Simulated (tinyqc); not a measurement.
Grain growth, pinning, strength and diffusional creep of a polycrystal or thin film: one step, computed by the program tinyqc.

One mean grain size d describes the structure.

Question. Yield stress. Hall-Petch term k_y/sqrt(d). Orowan term 3.06 x 0.4 G b ln(2 rbar/b)/(pi lambda sqrt(1 - nu)) with nu = 1/3, rbar = sqrt(2/3) r, lambda = rbar (sqrt(pi/f) - 2). The terms are added to sigma_0.

Inputs (values chosen for the exercise, modelled on gold): shear modulus G = 25.9 GPa; Burgers vector b = 2.884 angstrom; anneal temperature T = 405 K; particle volume fraction f = 0.00043; particle radius r = 2.7 nm; friction stress sigma_0 = 22 MPa; Hall-Petch slope k_y = 0.08 MPa m^0.5.

Sample: bulk.

grain size d = 81.50951 nm

Give: Hall-Petch term; Orowan term; yield stress.

Answer.

Hall-Petch term = 280.2 MPa

Orowan term = 52.82 MPa

yield stress = 355.0 MPa
